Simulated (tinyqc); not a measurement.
# Remanence, coercive field and barrier from the coefficients

Problem. u = al P^2 + be P^4 - E P (P in uC/cm^2, E in kV/cm, u in mJ/cm^3). Find Pr, the polarisation Pc at which dE/dP = 0, Ec and the barrier u(0) - u(Pr).

al = -5.4559600 kV cm/uC
be = 0.027279800 kV cm^5/uC^3

Answer. Pr^2 = -al/(2 be), Pc^2 = -al/(6 be), Ec = -(4/3) al Pc and the barrier is al^2/(4 be).

Pr = 10.0 uC/cm^2
Pc = 5.77 uC/cm^2
Ec = 42.0 kV/cm
barrier = 273 mJ/cm^3

Computed by the program tinyqc: `OMP_NUM_THREADS=1 python tinyqc.py 2860110 2860111 out.jsonl`, one thread of a shared Intel Xeon 2.30GHz, about 0.1 s for the whole run.
